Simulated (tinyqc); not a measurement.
Concentration-dependent dopant diffusion with charged defects and the built-in field: one step, computed by the program tinyqc. Command: `OMP_NUM_THREADS=1 python tinyqc.py 3025101 3025102 out.jsonl extrinsic walk`. One thread of a shared host (Intel(R) Xeon(R) Processor @ 2.30GHz), about 0.06 s of CPU time with the checks.

A constant source C_s feeds a half space. The dopant moves through neutral point defects and through charged ones, whose number grows with the majority carrier density n.

Problem. Diffusivity at the surface. n = C/2 + sqrt(C^2/4 + n_i^2); D(C) = h [Dx + D1 (n/n_i)], h = 1 + C/sqrt(C^2 + 4 n_i^2).

Inputs (values chosen for the exercise, modelled on antimony in silicon): surface concentration C_s = 6.2e+18 1/cm^3; temperature T = 950 C.

Field enhancement: on.

n_i = 5.352090e+18 1/cm^3

partial diffusivities (cm^2/s): Dx 1.738309e-16, D1 2.194590e-16

intrinsic diffusivity D_i = 3.932900e-16 cm^2/s

Give: n/n_i; field factor h; surface diffusivity D_s; enhancement D_s/D_i.

Solution.

n/n_i = 1.735

field factor h = 1.501

surface diffusivity D_s = 8.325e-16 cm^2/s

enhancement D_s/D_i = 2.117

C_s is 1.16 times n_i: diffusion is extrinsic near the surface.
